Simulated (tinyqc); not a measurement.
# Off-state leakage of single and stacked transistors: leakage components against the temperature

n-channel devices of unit width. Subthreshold current I(Vg, Vs, Vd) = I0 (T/300 K)^0.5 exp[(Vg - Vs - VT(T) - gb (Vs - Vb) + dd (Vd - Vs))/(nf Vt)] (1 - exp(-(Vd - Vs)/Vt)), VT(T) = VT - cT (T - 300 K). Gate-edge tunnelling Ig (Vd/1 V) exp(ag (Vd - 1 V)), for a gate at 0 V, and band-to-band leakage Ab u exp(-Bb/u), u = Vd - Vb + 1 V, flow at a drain held at V; both are taken as independent of T. In a stack of off transistors (all gates at 0 V) the same subthreshold current passes through each.

One transistor with Vg = Vs = 0, Vd = V; stack factor I(one)/I(two in series).

Parameters, values chosen for the exercise; values of the order met in bulk silicon logic transistors:
- V = 1.2 V (supply voltage)
- VT = 0.47 V (threshold at 300 K, zero drain and body bias)
- cT = 0.5 mV/K (fall of the threshold with temperature)
- I0 = 0.96 uA/um (current at threshold at 300 K)
- nf = 1.3 (slope factor)
- dd = 0.05 (drain-induced lowering per volt)
- gb = 0.18 (rise of the threshold per volt of source-body bias)
- Ig = 1e-5 uA/um (gate-edge tunnelling current at 1 V)
- ag = 5 1/V (exponential slope of the gate current)
- Ab = 60 uA/(um V) (prefactor of band-to-band leakage at the drain)
- Bb = 28 V (its exponential voltage)
- Vb = 0 V (body voltage)

Constants: q = 1.602176634e-19 C, kB = 1.380649e-23 J/K, Vt = kB T/q. Results are converted to the units shown.

The same in every row: gate edge (nA/um) = 0.03262; band-to-band (nA/um) = 0.3919.

Results:

| T (K) | subthreshold (nA/um) | total (nA/um) | stack factor | largest part |
|---|---|---|---|---|
| 250 | 1.574e-4 | 0.4247 | 8.687 | band-to-band |
| 275 | 0.001017 | 0.4255 | 7.358 | band-to-band |
| 325 | 0.01812 | 0.4426 | 5.745 | band-to-band |
| 350 | 0.05640 | 0.4809 | 5.229 | band-to-band |
| 375 | 0.1513 | 0.5758 | 4.827 | band-to-band |
| 400 | 0.3595 | 0.7840 | 4.507 | band-to-band |
| 425 | 0.7728 | 1.197 | 4.246 | subthreshold |

Estimate the missing row, T = 300 K.

Computed row:

| T (K) | subthreshold (nA/um) | total (nA/um) | stack factor | largest part |
|---|---|---|---|---|
| 300 | 0.004831 | 0.4294 | 6.427 | band-to-band |

With this row back in the table: As T goes from 250 to 425, the total leakage rises from 0.425 to 1.20 nA/um. The band-to-band part leads at T = 250, the subthreshold part from 425 on. The subthreshold part doubles every 22.6 K between the last two rows. The reduction by a stack of two falls from 8.69 to 4.25, for the subthreshold part alone.

Program tinyqc, `OMP_NUM_THREADS=1 python tinyqc.py 2242106 2242107 out.jsonl`; Intel Xeon 2.30GHz, shared host, one thread, about 0.03 s.
